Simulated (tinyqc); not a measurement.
UKS/B3LYP (VWN-RPA form) in the 6-311g basis, for H2-, spin multiplicity 2, step by step (part 1 of 2). The basis has no diffuse functions, so it cannot describe the extra electron: this is an exercise in the method, not the real anion. Computed by tinyqc, a small Python program that keeps every step (integrals from PySCF). Settings: charge = -1, multiplicity = 2, basis = 6-311g, energy threshold = 1e-10, iteration cap = 62, orthogonalisation = canonical, start = atomic densities, DIIS depth = 8, method = UKS, functional = b3lyp, grid = [40, 50]. Command: `OMP_NUM_THREADS=1 python tinyqc.py 24524 24525 out.jsonl` (the two numbers bound the seeds that draw the settings). One thread of a shared host (Intel(R) Xeon(R) Processor @ 2.60GHz), about 2 s of CPU time with the checks. Later iterations appear only in the table of the cycle.

## One-electron integrals

Geometry (angstrom):
```
atom         x         y         z
H     0.000000  0.000000  0.000000
H     0.000000  0.000000  0.734000
```

Basis 6-311g: exponents (1/bohr^2) and contraction coefficients of normalised primitives:
```
element  l (shell)   exponent  coefficient
H            s (1)  33.865000     0.025494
H            s (1)   5.094790     0.190373
H            s (1)   1.158790     0.852161
H            s (2)   0.325840     1.000000
H            s (3)   0.102741     1.000000
```

Overlap, kinetic and nuclear-attraction integrals over the contracted functions; the nuclear repulsion is the sum of Za Zb / Rab.

nuclear repulsion = 0.72094988 hartree

overlap S, order 1H 1s, 1H 2s, 1H 3s, 2H 1s, 2H 2s, 2H 3s:
```
[[1.000000, 0.706377, 0.373664, 0.275684, 0.429244, 0.311327],
 [0.706377, 1.000000, 0.788963, 0.429244, 0.730923, 0.678876],
 [0.373664, 0.788963, 1.000000, 0.311327, 0.678876, 0.905894],
 [0.275684, 0.429244, 0.311327, 1.000000, 0.706377, 0.373664],
 [0.429244, 0.730923, 0.678876, 0.706377, 1.000000, 0.788963],
 [0.311327, 0.678876, 0.905894, 0.373664, 0.788963, 1.000000]]
```

kinetic energy T (hartree), order 1H 1s, 1H 2s, 1H 3s, 2H 1s, 2H 2s, 2H 3s:
```
[[2.304348, 0.549119, 0.106346, 0.078436, 0.222248, 0.077816],
 [0.549119, 0.488760, 0.184881, 0.222248, 0.282594, 0.143146],
 [0.106346, 0.184881, 0.154112, 0.077816, 0.143146, 0.130410],
 [0.078436, 0.222248, 0.077816, 2.304348, 0.549119, 0.106346],
 [0.222248, 0.282594, 0.143146, 0.549119, 0.488760, 0.184881],
 [0.077816, 0.143146, 0.130410, 0.106346, 0.184881, 0.154112]]
```

nuclear attraction V (hartree), order 1H 1s, 1H 2s, 1H 3s, 2H 1s, 2H 2s, 2H 3s:
```
[[-2.830568, -1.562195, -0.777532, -0.724005, -0.982931, -0.660120],
 [-1.562195, -1.550169, -1.038378, -0.982931, -1.204635, -0.925707],
 [-0.777532, -1.038378, -0.962883, -0.660120, -0.925707, -0.897075],
 [-0.724005, -0.982931, -0.660120, -2.830568, -1.562195, -0.777532],
 [-0.982931, -1.204635, -0.925707, -1.562195, -1.550169, -1.038378],
 [-0.660120, -0.925707, -0.897075, -0.777532, -1.038378, -0.962883]]
```

core Hamiltonian H = T + V (hartree), order 1H 1s, 1H 2s, 1H 3s, 2H 1s, 2H 2s, 2H 3s:
```
[[-0.526219, -1.013076, -0.671186, -0.645568, -0.760683, -0.582305],
 [-1.013076, -1.061409, -0.853497, -0.760683, -0.922041, -0.782562],
 [-0.671186, -0.853497, -0.808772, -0.582305, -0.782562, -0.766665],
 [-0.645568, -0.760683, -0.582305, -0.526219, -1.013076, -0.671186],
 [-0.760683, -0.922041, -0.782562, -1.013076, -1.061409, -0.853497],
 [-0.582305, -0.782562, -0.766665, -0.671186, -0.853497, -0.808772]]
```

## Two-electron integrals

Functions are numbered as in S; the eight-fold symmetry (ij|kl) = (ji|kl) = (kl|ij) leaves the list below.

Two-electron integrals (ij|kl) in chemists' order, unique and non-zero (hartree):
```
(11|11) 1.393035   (21|11) 0.822971   (21|21) 0.509703   (22|11) 0.822904
(22|21) 0.543028   (22|22) 0.644106   (31|11) 0.411256   (31|21) 0.257757
(31|22) 0.279868   (31|31) 0.130794   (32|11) 0.543681   (32|21) 0.365771
(32|22) 0.452669   (32|31) 0.189803   (32|32) 0.325140   (33|11) 0.494021
(33|21) 0.340115   (33|22) 0.445993   (33|31) 0.178035   (33|32) 0.331779
(33|33) 0.361682   (41|11) 0.297812   (41|21) 0.188236   (41|22) 0.206138
(41|31) 0.095696   (41|32) 0.139997   (41|33) 0.131417   (41|41) 0.094760
(42|11) 0.343117   (42|21) 0.229335   (42|22) 0.276429   (42|31) 0.118599
(42|32) 0.194903   (42|33) 0.192264   (42|41) 0.124537   (42|42) 0.186687
(43|11) 0.222155   (43|21) 0.150546   (43|22) 0.187064   (43|31) 0.078241
(43|32) 0.133871   (43|33) 0.135025   (43|41) 0.082446   (43|42) 0.128980
(43|43) 0.090707   (44|11) 0.704901   (44|21) 0.484178   (44|22) 0.610568
(44|31) 0.252524   (44|32) 0.437329   (44|33) 0.439440   (44|41) 0.297812
(44|42) 0.484869   (44|43) 0.341331   (44|44) 1.393035   (51|11) 0.484869
(51|21) 0.302314   (51|22) 0.325457   (51|31) 0.153170   (51|32) 0.220026
(51|33) 0.205543   (51|41) 0.124537   (51|42) 0.156328   (51|43) 0.103086
(51|44) 0.343117   (51|51) 0.186687   (52|11) 0.553740   (52|21) 0.369145
(52|22) 0.447312   (52|31) 0.190919   (52|32) 0.317648   (52|33) 0.318002
(52|41) 0.163006   (52|42) 0.234495   (52|43) 0.162027   (52|44) 0.553740
(52|51) 0.234495   (52|52) 0.344113   (53|11) 0.410374   (53|21) 0.279287
(53|22) 0.355187   (53|31) 0.145540   (53|32) 0.259051   (53|33) 0.271443
(53|41) 0.125501   (53|42) 0.190950   (53|43) 0.135282   (53|44) 0.461456
(53|51) 0.178900   (53|52) 0.281533   (53|53) 0.240734   (54|11) 0.484178
(54|21) 0.330686   (54|22) 0.416588   (54|31) 0.172292   (54|32) 0.299692
(54|33) 0.304232   (54|41) 0.188236   (54|42) 0.302314   (54|43) 0.214096
(54|44) 0.822971   (54|51) 0.229335   (54|52) 0.369145   (54|53) 0.310845
(54|54) 0.509703   (55|11) 0.610568   (55|21) 0.416588   (55|22) 0.531463
(55|31) 0.217245   (55|32) 0.387605   (55|33) 0.405066   (55|41) 0.206138
(55|42) 0.325457   (55|43) 0.232754   (55|44) 0.822904   (55|51) 0.276429
(55|52) 0.447312   (55|53) 0.385827   (55|54) 0.543028   (55|55) 0.644106
(61|11) 0.341331   (61|21) 0.214096   (61|22) 0.232754   (61|31) 0.108664
(61|32) 0.157925   (61|33) 0.148224   (61|41) 0.082446   (61|42) 0.103086
(61|43) 0.068091   (61|44) 0.222155   (61|51) 0.128980   (61|52) 0.162027
(61|53) 0.123798   (61|54) 0.150546   (61|55) 0.187064   (61|61) 0.090707
(62|11) 0.461456   (62|21) 0.310845   (62|22) 0.385827   (62|31) 0.161375
(62|32) 0.277578   (62|33) 0.284030   (62|41) 0.125501   (62|42) 0.178900
(62|43) 0.123798   (62|44) 0.410374   (62|51) 0.190950   (62|52) 0.281533
(62|53) 0.232062   (62|54) 0.279287   (62|55) 0.355187   (62|61) 0.135282
(62|62) 0.240734   (63|11) 0.434143   (63|21) 0.299340   (63|22) 0.394126
(63|31) 0.156784   (63|32) 0.293996   (63|33) 0.322327   (63|41) 0.122661
(63|42) 0.185217   (63|43) 0.131649   (63|44) 0.434143   (63|51) 0.185217
(63|52) 0.295309   (63|53) 0.257067   (63|54) 0.299340   (63|55) 0.394126
(63|61) 0.131649   (63|62) 0.257067   (63|63) 0.296812   (64|11) 0.252524
(64|21) 0.172292   (64|22) 0.217245   (64|31) 0.089759   (64|32) 0.156577
(64|33) 0.159602   (64|41) 0.095696   (64|42) 0.153170   (64|43) 0.108664
(64|44) 0.411256   (64|51) 0.118599   (64|52) 0.190919   (64|53) 0.161375
(64|54) 0.257757   (64|55) 0.279868   (64|61) 0.078241   (64|62) 0.145540
(64|63) 0.156784   (64|64) 0.130794   (65|11) 0.437329   (65|21) 0.299692
(65|22) 0.387605   (65|31) 0.156577   (65|32) 0.285482   (65|33) 0.304453
(65|41) 0.139997   (65|42) 0.220026   (65|43) 0.157925   (65|44) 0.543681
(65|51) 0.194903   (65|52) 0.317648   (65|53) 0.277578   (65|54) 0.365771
(65|55) 0.452669   (65|61) 0.133871   (65|62) 0.259051   (65|63) 0.293996
(65|64) 0.189803   (65|65) 0.325140   (66|11) 0.439440   (66|21) 0.304232
(66|22) 0.405066   (66|31) 0.159602   (66|32) 0.304453   (66|33) 0.339200
(66|41) 0.131417   (66|42) 0.205543   (66|43) 0.148224   (66|44) 0.494021
(66|51) 0.192264   (66|52) 0.318002   (66|53) 0.284030   (66|54) 0.340115
(66|55) 0.445993   (66|61) 0.135025   (66|62) 0.271443   (66|63) 0.322327
(66|64) 0.178035   (66|65) 0.331779   (66|66) 0.361682
```

## Orthogonalisation

S = U s U^T; canonical form X = U s^(-1/2), so that X^T S X = 1. Each column of U has its largest component positive (the first on a tie).

eigenvalues of S: [0.031351, 0.141294, 0.186899, 0.855812, 0.869249, 3.915395]

X, order 1H 1s, 1H 2s, 1H 3s, 2H 1s, 2H 2s, 2H 3s:
```
[[0.585291, -0.923922, -0.705456, 0.574645, 0.675166, 0.157222],
 [-2.201352, 1.418124, 1.163996, 0.086985, 0.330328, 0.231244],
 [3.280265, -0.820980, 0.907018, -0.496444, 0.101211, 0.222505],
 [-0.585291, -0.923922, 0.705456, 0.574645, -0.675166, 0.157222],
 [2.201352, 1.418124, -1.163996, 0.086985, -0.330328, 0.231244],
 [-3.280265, -0.820980, -0.907018, -0.496444, -0.101211, 0.222505]]
```

## Starting guess

The start is atomic minimal-basis densities projected into this basis (PySCF's MINAO start) and scaled to the electron count of each spin; this density is not idempotent, so its energy is not variational and may lie below the converged one.

D(alpha) at the start, order 1H 1s, 1H 2s, 1H 3s, 2H 1s, 2H 2s, 2H 3s:
```
[[0.095776, 0.155810, 0.098256, 0.001719, -0.000802, 0.003456],
 [0.155810, 0.253610, 0.159780, -0.000802, -0.007161, 0.001933],
 [0.098256, 0.159780, 0.100829, 0.003456, 0.001933, 0.005282],
 [0.001719, -0.000802, 0.003456, 0.095776, 0.155810, 0.098256],
 [-0.000802, -0.007161, 0.001933, 0.155810, 0.253610, 0.159780],
 [0.003456, 0.001933, 0.005282, 0.098256, 0.159780, 0.100829]]
```

D(beta) at the start, order 1H 1s, 1H 2s, 1H 3s, 2H 1s, 2H 2s, 2H 3s:
```
[[0.047888, 0.077905, 0.049128, 0.000860, -0.000401, 0.001728],
 [0.077905, 0.126805, 0.079890, -0.000401, -0.003580, 0.000966],
 [0.049128, 0.079890, 0.050414, 0.001728, 0.000966, 0.002641],
 [0.000860, -0.000401, 0.001728, 0.047888, 0.077905, 0.049128],
 [-0.000401, -0.003580, 0.000966, 0.077905, 0.126805, 0.079890],
 [0.001728, 0.000966, 0.002641, 0.049128, 0.079890, 0.050414]]
```

## Iteration 1: exchange-correlation on the grid

Becke grid with 40 radial and 50 angular points per atom, points of zero weight dropped. rho = sum D_ij phi_i phi_j; V_xc,ij = sum w v_xc phi_i phi_j plus the gradient terms; v_xc is d(rho eps)/d rho(s) for spin s at fixed gradient. Exact exchange is left to K.

The 16 grid points with the largest w rho, of 3998 (bohr, atomic units):
```
x                  y         z         w  rho(alpha)  rho(beta)     eps_xc  v_xc(alpha)
0.940669    0.940669  1.387059  0.087764    0.027979   0.013990  -0.269354    -0.316128
-0.940669   0.940669  1.387059  0.087764    0.027979   0.013990  -0.269354    -0.316128
0.940669   -0.940669  1.387059  0.087764    0.027979   0.013990  -0.269354    -0.316128
-0.940669  -0.940669  1.387059  0.087764    0.027979   0.013990  -0.269354    -0.316128
0.940669   -0.940669  0.000000  0.087764    0.027979   0.013990  -0.269354    -0.316128
-0.940669   0.940669  0.000000  0.087764    0.027979   0.013990  -0.269354    -0.316128
0.940669    0.940669  0.000000  0.087764    0.027979   0.013990  -0.269354    -0.316128
-0.940669  -0.940669  0.000000  0.087764    0.027979   0.013990  -0.269354    -0.316128
-0.819408   0.819408  1.387059  0.060935    0.040109   0.020054  -0.297431    -0.354986
-0.819408  -0.819408  1.387059  0.060935    0.040109   0.020054  -0.297431    -0.354986
0.819408   -0.819408  1.387059  0.060935    0.040109   0.020054  -0.297431    -0.354986
0.819408    0.819408  1.387059  0.060935    0.040109   0.020054  -0.297431    -0.354986
0.819408    0.819408  0.000000  0.060935    0.040109   0.020054  -0.297431    -0.354986
-0.819408  -0.819408  0.000000  0.060935    0.040109   0.020054  -0.297431    -0.354986
0.819408   -0.819408  0.000000  0.060935    0.040109   0.020054  -0.297431    -0.354986
-0.819408   0.819408  0.000000  0.060935    0.040109   0.020054  -0.297431    -0.354986
```

electrons on the grid, sum of w rho = 3.000074

E_xc = sum of w rho eps_xc = -0.91826353 hartree

V_xc(alpha) (hartree), order 1H 1s, 1H 2s, 1H 3s, 2H 1s, 2H 2s, 2H 3s:
```
[[-0.592546, -0.361561, -0.182831, -0.158460, -0.224763, -0.154289],
 [-0.361561, -0.384889, -0.257419, -0.224763, -0.295530, -0.228874],
 [-0.182831, -0.257419, -0.227365, -0.154289, -0.228874, -0.212701],
 [-0.158460, -0.224763, -0.154289, -0.592546, -0.361561, -0.182831],
 [-0.224763, -0.295530, -0.228874, -0.361561, -0.384889, -0.257419],
 [-0.154289, -0.228874, -0.212701, -0.182831, -0.257419, -0.227365]]
```

V_xc(beta) (hartree), order 1H 1s, 1H 2s, 1H 3s, 2H 1s, 2H 2s, 2H 3s:
```
[[-0.511863, -0.313184, -0.158572, -0.137165, -0.194737, -0.133808],
 [-0.313184, -0.336768, -0.227069, -0.194737, -0.258199, -0.201600],
 [-0.158572, -0.227069, -0.204838, -0.133808, -0.201600, -0.191271],
 [-0.137165, -0.194737, -0.133808, -0.511863, -0.313184, -0.158572],
 [-0.194737, -0.258199, -0.201600, -0.313184, -0.336768, -0.227069],
 [-0.133808, -0.201600, -0.191271, -0.158572, -0.227069, -0.204838]]
```

## Iteration 1: building the Kohn-Sham matrix

J_ij = sum D_kl (ij|kl) with D = D(alpha) + D(beta), K_ij = sum D_kl (ik|jl) for each spin; F = H + J - 0.2 K(s) + V_xc; E = tr D H + tr D J / 2 - 0.1 sum_s tr D(s) K(s) + E_xc + E_nn.

Coulomb J (hartree), order 1H 1s, 1H 2s, 1H 3s, 2H 1s, 2H 2s, 2H 3s:
```
[[2.270218, 1.492576, 0.769540, 0.650257, 0.937860, 0.650527],
 [1.492576, 1.784625, 1.266366, 0.937860, 1.361425, 1.117908],
 [0.769540, 1.266366, 1.273703, 0.650527, 1.117908, 1.180036],
 [0.650257, 0.937860, 0.650527, 2.270218, 1.492576, 0.769540],
 [0.937860, 1.361425, 1.117908, 1.492576, 1.784625, 1.266366],
 [0.650527, 1.117908, 1.180036, 0.769540, 1.266366, 1.273703]]
```

exchange K(alpha) (hartree), order 1H 1s, 1H 2s, 1H 3s, 2H 1s, 2H 2s, 2H 3s:
```
[[0.858511, 0.840533, 0.593372, 0.504323, 0.679151, 0.546734],
 [0.840533, 0.960819, 0.731261, 0.679151, 0.868853, 0.701306],
 [0.593372, 0.731261, 0.585171, 0.546734, 0.701306, 0.574418],
 [0.504323, 0.679151, 0.546734, 0.858511, 0.840533, 0.593372],
 [0.679151, 0.868853, 0.701306, 0.840533, 0.960819, 0.731261],
 [0.546734, 0.701306, 0.574418, 0.593372, 0.731261, 0.585171]]
```

exchange K(beta) (hartree), order 1H 1s, 1H 2s, 1H 3s, 2H 1s, 2H 2s, 2H 3s:
```
[[0.429256, 0.420266, 0.296686, 0.252161, 0.339576, 0.273367],
 [0.420266, 0.480410, 0.365631, 0.339576, 0.434427, 0.350653],
 [0.296686, 0.365631, 0.292585, 0.273367, 0.350653, 0.287209],
 [0.252161, 0.339576, 0.273367, 0.429256, 0.420266, 0.296686],
 [0.339576, 0.434427, 0.350653, 0.420266, 0.480410, 0.365631],
 [0.273367, 0.350653, 0.287209, 0.296686, 0.365631, 0.292585]]
```

F(alpha) (hartree), order 1H 1s, 1H 2s, 1H 3s, 2H 1s, 2H 2s, 2H 3s:
```
[[0.979750, -0.050168, -0.203151, -0.254636, -0.183417, -0.195414],
 [-0.050168, 0.146163, 0.009198, -0.183417, -0.029916, -0.033789],
 [-0.203151, 0.009198, 0.120531, -0.195414, -0.033789, 0.085786],
 [-0.254636, -0.183417, -0.195414, 0.979750, -0.050168, -0.203151],
 [-0.183417, -0.029916, -0.033789, -0.050168, 0.146163, 0.009198],
 [-0.195414, -0.033789, 0.085786, -0.203151, 0.009198, 0.120531]]
```

F(beta) (hartree), order 1H 1s, 1H 2s, 1H 3s, 2H 1s, 2H 2s, 2H 3s:
```
[[1.146285, 0.082263, -0.119555, -0.182909, -0.085476, -0.120259],
 [0.082263, 0.290365, 0.112674, -0.085476, 0.094301, 0.063615],
 [-0.119555, 0.112674, 0.201576, -0.120259, 0.063615, 0.164658],
 [-0.182909, -0.085476, -0.120259, 1.146285, 0.082263, -0.119555],
 [-0.085476, 0.094301, 0.063615, 0.082263, 0.290365, 0.112674],
 [-0.120259, 0.063615, 0.164658, -0.119555, 0.112674, 0.201576]]
```

total energy of this density = -1.08832824 hartree

This density is the starting one; it is not idempotent, so its energy is not variational and may lie below the converged one.

## Iteration 1: diagonalisation and new density

Diagonalise F' = X^T F X, C = X C', fill 2 alpha and 1 beta electrons from the bottom; D(s) = C_occ C_occ^T. Each column has its largest component positive (the first on a tie).

F' = X^T F X (alpha) (hartree):
```
[[1.312221, 0.000000, -0.935341, 0.000000, 0.436824, 0.000000],
 [0.000000, 2.113089, 0.000000, -0.867692, 0.000000, 0.046436],
 [-0.935341, 0.000000, 1.526602, 0.000000, -0.859241, 0.000000],
 [0.000000, -0.867692, 0.000000, 0.994699, 0.000000, -0.013359],
 [0.436824, 0.000000, -0.859241, 0.000000, 1.287032, 0.000000],
 [0.000000, 0.046436, 0.000000, -0.013359, 0.000000, -0.026093]]
```

orbital energies (alpha) (hartree): [-0.027145, 0.356328, 0.521821, 0.863687, 2.587018, 2.905840]

coefficients C (alpha), order 1H 1s, 1H 2s, 1H 3s, 2H 1s, 2H 2s, 2H 3s:
```
[[0.175575, 0.079423, -0.065727, -0.093943, -1.083245, -1.131790],
 [0.195007, -0.147556, -0.758971, -1.744538, 1.207498, 1.801324],
 [0.246999, 2.419080, 0.824247, 2.077350, -0.479146, -1.194041],
 [0.175575, -0.079423, -0.065727, 0.093943, -1.083245, 1.131790],
 [0.195007, 0.147556, -0.758971, 1.744538, 1.207498, -1.801324],
 [0.246999, -2.419080, 0.824247, -2.077350, -0.479146, 1.194041]]
```

F' = X^T F X (beta) (hartree):
```
[[1.329328, 0.000000, -0.956990, 0.000000, 0.443787, 0.000000],
 [0.000000, 2.153849, 0.000000, -0.901369, 0.000000, 0.043373],
 [-0.956990, 0.000000, 1.569451, 0.000000, -0.881449, 0.000000],
 [0.000000, -0.901369, 0.000000, 1.065152, 0.000000, 0.050157],
 [0.443787, 0.000000, -0.881449, 0.000000, 1.411762, 0.000000],
 [0.000000, 0.043373, 0.000000, 0.050157, 0.000000, 0.127287]]
```

orbital energies (beta) (hartree): [0.117594, 0.377926, 0.566138, 0.934983, 2.662556, 2.997632]

coefficients C (beta), order 1H 1s, 1H 2s, 1H 3s, 2H 1s, 2H 2s, 2H 3s:
```
[[0.154272, 0.069657, 0.069929, -0.075585, -1.086221, -1.133807],
 [0.109475, -0.246826, 0.797136, -1.768609, 1.193610, 1.766650],
 [0.344942, 2.536442, -0.793784, 1.950859, -0.469994, -1.163475],
 [0.154272, -0.069657, 0.069929, 0.075585, -1.086221, 1.133807],
 [0.109475, 0.246826, 0.797136, 1.768609, 1.193610, -1.766650],
 [0.344942, -2.536442, -0.793784, -1.950859, -0.469994, 1.163475]]
```

D(alpha) after iteration 1, order 1H 1s, 1H 2s, 1H 3s, 2H 1s, 2H 2s, 2H 3s:
```
[[0.037134, 0.022519, 0.235498, 0.024518, 0.045958, -0.148765],
 [0.022519, 0.059801, -0.308784, 0.045958, 0.016255, 0.405117],
 [0.235498, -0.308784, 5.912957, -0.148765, 0.405117, -5.790940],
 [0.024518, 0.045958, -0.148765, 0.037134, 0.022519, 0.235498],
 [0.045958, 0.016255, 0.405117, 0.022519, 0.059801, -0.308784],
 [-0.148765, 0.405117, -5.790940, 0.235498, -0.308784, 5.912957]]
```

D(beta) after iteration 1, order 1H 1s, 1H 2s, 1H 3s, 2H 1s, 2H 2s, 2H 3s:
```
[[0.023800, 0.016889, 0.053215, 0.023800, 0.016889, 0.053215],
 [0.016889, 0.011985, 0.037763, 0.016889, 0.011985, 0.037763],
 [0.053215, 0.037763, 0.118985, 0.053215, 0.037763, 0.118985],
 [0.023800, 0.016889, 0.053215, 0.023800, 0.016889, 0.053215],
 [0.016889, 0.011985, 0.037763, 0.016889, 0.011985, 0.037763],
 [0.053215, 0.037763, 0.118985, 0.053215, 0.037763, 0.118985]]
```
